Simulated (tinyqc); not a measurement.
Ellipsometry and reflectance of a transparent film on an absorbing substrate: one step of the calculation.

Air (index 1), film, substrate with N2 = n2 - i k2; time factor exp(+i w t). q_j = sqrt(N_j^2 - sin^2 th), root with positive real part. Fresnel coefficients r_s = (q_a - q_b)/(q_a + q_b), r_p = (N_b^2 q_a - N_a^2 q_b)/(N_b^2 q_a + N_a^2 q_b). tan(Psi) exp(i Delta) = R_p/R_s, Delta taken from 0 to 360 degrees.

Question. Interface coefficients and thickness period. q0, q1, q2 and the coefficients r01 and r12 for p and s; the results repeat in d with the period lam/(2 q1).

Inputs (values chosen for the exercise); indices close to those of silicon dioxide on silicon: wavelength lam = 632.8 nm; angle of incidence th = 65 degrees; index of the transparent film n1 = 1.471; index of the substrate n2 = 3.882; extinction coefficient of the substrate k2 = 0.019.

Give: q0; q1; q2; r01,p; r01,s; r12,p; r12,s; period.

Answer.

q0 = 0.4226
q1 = 1.159
q2 = 3.775-0.020i
r01,p = -0.1178
r01,s = -0.4655
r12,p = 0.3626-0.0020i
r12,s = -0.5303+0.0019i
period = 273.1 nm

tinyqc, about 0.4 s, one thread, Intel Xeon 2.30GHz (shared host): `OMP_NUM_THREADS=1 python tinyqc.py 2870118 2870119 out.jsonl`
